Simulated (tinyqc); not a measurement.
# A chain with two barriers and dephasing by Buettiker voltage probes: resistance against length

Sites 1 to 6 form a chain with hopping -t. Lead L joins site 1 and lead R site 6, both semi-infinite chains with hopping -t and site energy 0. Every site carries a probe with self-energy -i Gamma_p/2 that draws no net current. Linear response at zero temperature: mu_L = 1, mu_R = 0 in units of the bias.

Sigma = t^2 g(E), g(x) = (x - i sqrt(4 t^2 - x^2))/(2 t^2) for |x| < 2 t and (x - sign(x) sqrt(x^2 - 4 t^2))/(2 t^2) otherwise; Gamma = -2 Im Sigma; G = (E - H - Sigma_L - Sigma_R + i Gamma_p/2)^(-1). With Gamma the broadening by one lead, T_RL = Gamma^2 |G_(last,1)|^2, T_pL = Gamma Gamma_p |G_(p,1)|^2, T_pR = Gamma Gamma_p |G_(p,last)|^2, T_pq = Gamma_p^2 |G_(p,q)|^2 for p != q. No current into probe p: W mu = T_pL with W_pp = T_pL + T_pR + sum_q T_pq and W_pq = -T_pq. Then T_eff = T_RL + sum_p T_pR mu_p, and the resistance is (h/2q^2)/T_eff. Without probes means Gamma_p = 0. The list U is repeated k times, each site with its probe.

Values chosen for this exercise: hopping (matrix element -t) t = 1 eV; site energies 1 to N U = [2.2, 0, 0, 0, 0, 2.3] eV; Fermi energy E = -0.48 eV; probe broadening Gamma_p gp = 0.8 eV.

Constants: q = 1.602176634e-19 C, h = 6.62607015e-34 J s. Results are converted to the units shown.

Result of one run:

| sites | T without probes | T_eff | resistance (kohm) |
|---|---|---|---|
| 96 | 3.674e-25 | 0.004622 | 2792 |

Which number of repeats k gave this result: 1, 4, 8, 12 or 16?

k = 16.

The whole series:

| k | sites | T without probes | T_eff | resistance (kohm) |
|---|---|---|---|---|
| 1 | 6 | 0.09353 | 0.1795 | 71.91 |
| 2 | 12 | 0.002675 | 0.05335 | 241.9 |
| 3 | 18 | 7.348e-5 | 0.03046 | 423.7 |
| 4 | 24 | 2.016e-6 | 0.02130 | 605.9 |
| 6 | 36 | 1.518e-9 | 0.01330 | 970.3 |
| 8 | 48 | 1.143e-12 | 0.009670 | 1335 |
| 12 | 72 | 6.481e-19 | 0.006255 | 2063 |
| 16 | 96 | 3.674e-25 | 0.004622 | 2792 |

The resistance rises from 71.9 to 2790 kohm, by 30.4 kohm a site between k = 8 and 12 and 30.4 between 12 and 16: Ohm's law, R = R0 + rho N with the extrapolated intercept R0 = -123 kohm (h/2q^2 = 12.91 kohm). The intercept differs from h/2q^2, since the ends of the chain scatter differently from its bulk, so no mean free path is read from it. Without probes T has fallen to 3.67e-25.

Computed by the program tinyqc: `OMP_NUM_THREADS=1 python tinyqc.py 2700005 2700006 out.jsonl`, one thread of a shared Intel Xeon 2.30GHz, about 0.01 s for the whole run.
